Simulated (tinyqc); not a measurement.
Comparisons within one model: band offset of a heterojunction with an interface dipole (two-band chains, self-consistent charge). A value that a table varies takes the place of the one given here.

Sites alternate A, C. Left: A at -G1/2, C at +G1/2, hopping -t1; right: A at D - G2/2, C at D + G2/2, hopping -t2; the bonds across the two interfaces of a ring (C left to A right, C right to A left) have -sqrt(t1 t2). D is the offset of the mid-gaps, so Ev(right) - Ev(left) = D - (G2 - G1)/2 and Ec(right) - Ec(left) = D + (G2 - G1)/2. The closing bond has its sign reversed (antiperiodic ring). Half the levels are filled with two electrons each. The charge moved is q = (electrons on the left) less one a site; the mean over the two interfaces, q/2, is taken as the charge that crosses each, and its dipole opposes the offset: D = D0 - u q/2.

From here on the ring has 24 cells a side.

Values chosen for the exercise (gaps near those of GaAs and AlAs; the chains and D0 are free models, so the offsets are not those of the real pair; shifted at random, so the results belong to these values and not to a real crystal): G1 = 1.36 eV (gap on the left); G2 = 2.2 eV (gap on the right); t1 = 2.53 eV (hopping on the left); t2 = 2.17 eV (hopping on the right); u = 3.4 eV (potential step per electron moved across); D0 = 0.56 eV (mid-gap of the right side above that of the left, without dipole).

## Where the moved charge sits

D = 0.36931 eV

Electrons in cell k from an interface at the self-consistent D, less those at D = 0. Interface 1 joins C left to A right, interface 2 C right to A left. The decay lengths 1/(2 kappa a) are those of mid-gap states, cosh(kappa a) = 1 + G^2/(8 t^2).

Change of the electron count:

| k | left of 1 | right of 1 | left of 2 | right of 2 |
|---|---|---|---|---|
| 1 | 0.03249 | -0.04248 | 0.02752 | -0.03610 |
| 2 | 0.01369 | -0.01224 | 0.01152 | -0.01026 |
| 3 | 0.00682 | -0.00399 | 0.00576 | -0.00334 |
| 4 | 0.00356 | -0.00134 | 0.00302 | -0.00113 |
| 5 | 0.00190 | -0.00046 | 0.00162 | -0.00039 |
| 6 | 0.00103 | -0.00016 | 0.00088 | -0.00013 |

decay lengths (cells): left 1.866, right 0.997

Over six cells interface 1 moves +0.0595 electrons to the left side and -0.0607 to the right, interface 2 +0.0503 and -0.0513: each change is a dipole, and the two differ because the bonds join different sites. The first cells hold 62 % of it at interface 1. The tail is longer on the left, where the gap is smaller against the hopping: from k = 2 to 4 it falls by a factor 3.85, and pure mid-gap decay would give 2.92; the exponential carries a prefactor that falls as a power of the distance, so the first cells drop faster.

## Screening of the starting offset

chi = 0.300979 1/eV

D0 is varied; the self-consistent D is found by bisection. chi = dq/dD at D = 0; the linear rule is D = S D0 with S = 1/(1 + u chi/2). The gap of the junction closes (type III) at |D| = (G1 + G2)/2.

Against D0:

| 2 D0/(G1 + G2) | D0 (eV) | q at D0 | D (eV) | D/D0 | linear (eV) |
|---|---|---|---|---|---|
| -0.85 | -1.513 | -0.5393 | -0.9786 | 0.6468 | -1.0009 |
| -0.55 | -0.979 | -0.3145 | -0.6416 | 0.6553 | -0.6476 |
| -0.30 | -0.534 | -0.1638 | -0.3523 | 0.6597 | -0.3533 |
| -0.15 | -0.267 | -0.0807 | -0.1765 | 0.6611 | -0.1766 |
| 0.10 | 0.178 | 0.0537 | 0.1177 | 0.6613 | 0.1178 |
| 0.25 | 0.445 | 0.1357 | 0.2938 | 0.6602 | 0.2944 |
| 0.50 | 0.890 | 0.2826 | 0.5842 | 0.6564 | 0.5888 |
| 0.80 | 1.424 | 0.4961 | 0.9234 | 0.6485 | 0.9420 |
| 0.95 | 1.691 | 0.6409 | 1.0875 | 0.6431 | 1.1186 |

D/D0 lies between 0.643 and 0.661, against S = 0.662 from chi at D = 0; the linear rule misses by at most 31 meV. q is odd in D. Less than half of the starting offset is screened, so the natural line-up still counts most.

## Wider gaps screen less

G2 is varied. chi = (q(+0.01) - q(-0.01))/0.02 at D = 0, S = 1/(1 + u chi/2).

Against G2:

| G2 (eV) | chi (1/eV) | S |
|---|---|---|
| 0.7 | 0.52237 | 0.5297 |
| 1.1 | 0.43525 | 0.5747 |
| 1.5 | 0.37463 | 0.6109 |
| 2.3 | 0.29260 | 0.6678 |
| 3.4 | 0.22119 | 0.7267 |
| 5.5 | 0.14115 | 0.8065 |
| 7.0 | 0.10601 | 0.8473 |
| 9.0 | 0.07447 | 0.8876 |

chi falls from 0.5224 to 0.0745 1/eV, a factor 7.0, and S rises from 0.530 to 0.888: charge crosses through the tails of states that tunnel into the other gap, and these shorten as the gap widens. u is kept fixed, though a wider gap also screens less and would raise it.

## What each parameter does

Self-consistent D by bisection, q there, and the two offsets. Each row changes one parameter from the base and keeps the others.

Results:

| case | D (eV) | q | valence offset (eV) | conduction offset (eV) |
|---|---|---|---|---|
| base | 0.3693 | 0.1122 | -0.0507 | 0.7893 |
| G1 = 1.564 eV | 0.3767 | 0.1078 | 0.0587 | 0.6947 |
| G2 = 2.53 eV | 0.3806 | 0.1055 | -0.2044 | 0.9656 |
| t1 = 2.909 eV | 0.3693 | 0.1122 | -0.0507 | 0.7893 |
| t2 = 2.495 eV | 0.3691 | 0.1123 | -0.0509 | 0.7891 |
| D0 = 0.644 eV | 0.4243 | 0.1292 | 0.0043 | 0.8443 |
| u = 3.91 eV | 0.3515 | 0.1067 | -0.0685 | 0.7715 |

The largest shifts from the base row, up to three for each result and ties (the steps differ in size, so this ranks the rows, not the parameters). D (eV): D0 +0.0550, u -0.0178, G2 +0.0113; unchanged at the printed digits by t1. q: D0 +0.0171, G2 -0.0067, u -0.0055; unchanged at the printed digits by t1. valence offset (eV): G2 -0.1537, G1 +0.1094, D0 +0.0550; unchanged at the printed digits by t1. conduction offset (eV): G2 +0.1763, G1 -0.0946, D0 +0.0550; unchanged at the printed digits by t1.

(tinyqc, `OMP_NUM_THREADS=1 python tinyqc.py 1481542 1481543 out.jsonl`, Intel(R) Xeon(R) Processor @ 2.30GHz, 1 thread, shared host, about 0.3 s.)
